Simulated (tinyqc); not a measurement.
Worked calculation: Luttinger-Kohn k.p, four valence bands. Computed by tinyqc, a small Python program that keeps every step. Settings: g1 = 6.1, g2 = 1.19, g3 = 2.27. Command: `OMP_NUM_THREADS=1 python tinyqc.py 21780 21781 out.jsonl` (the two numbers bound the seeds that draw the settings). One thread of a shared host (Intel(R) Xeon(R) Processor @ 2.60GHz), about 0.01 s of CPU time with the checks.

## Bloch Hamiltonian at k

Luttinger parameters chosen for this model; energies are counted downward from the top of the valence band:
```
parameter     value  unit
g1         6.100000
g2         1.190000
g3         2.270000
```

k point k (1/angstrom): [-0.039000, 0.014000, 0.041000]

P = c g1 k^2, Q = c g2 (kx^2 + ky^2 - 2 kz^2), R = c sqrt3 [-g2 (kx^2 - ky^2) + 2i g3 kx ky], S = 2 c sqrt3 g3 (kx - i ky) kz, c = hbar^2/2m = 3.809982 eV angstrom^2; rows [P+Q, -S, R, 0], [-S*, P-Q, 0, R], [R*, 0, P-Q, S], [0, R*, S*, P+Q]. The path ends lie at |k| = 0.07 1/angstrom.

H(k) at k (eV), order 3/2, 1/2, -1/2, -3/2:
```
[[0.071514, 0.047906+0.017197i, -0.010405-0.016358i, 0.000000],
 [0.047906-0.017197i, 0.086431, 0.000000, -0.010405-0.016358i],
 [-0.010405+0.016358i, 0.000000, 0.086431, -0.047906-0.017197i],
 [0.000000, -0.010405+0.016358i, -0.047906+0.017197i, 0.071514]]
```

## Levels at k

Diagonalise the Hermitian matrix.

eigenvalues (eV): [0.023998, 0.023998, 0.133947, 0.133947]

## Bands along a path

The same steps at evenly spaced points between the labelled ones.

Bands along the path (eV):
```
k               band 1    band 2    band 3    band 4
[111]         0.029124  0.029124  0.198637  0.198637
[111]-G 0.33  0.012944  0.012944  0.088283  0.088283
[111]-G 0.67  0.003236  0.003236  0.022071  0.022071
G             0.000000  0.000000  0.000000  0.000000
G-[100] 0.33  0.007716  0.007716  0.017590  0.017590
G-[100] 0.67  0.030866  0.030866  0.070361  0.070361
[100]         0.069448  0.069448  0.158312  0.158312
```

## Hole masses

E = c [g1 k^2 -/+ 2 sqrt(g2^2 k^4 + 3 (g3^2 - g2^2)(kx^2 ky^2 + ky^2 kz^2 + kz^2 kx^2))] with c = hbar^2/2m, and m* = hbar^2 k^2 / (2 E).

Masses (electron masses):
```
direction     heavy     light
[100]      0.268817  0.117925
[110]      0.501982  0.097963
[111]      0.641026  0.093985
```
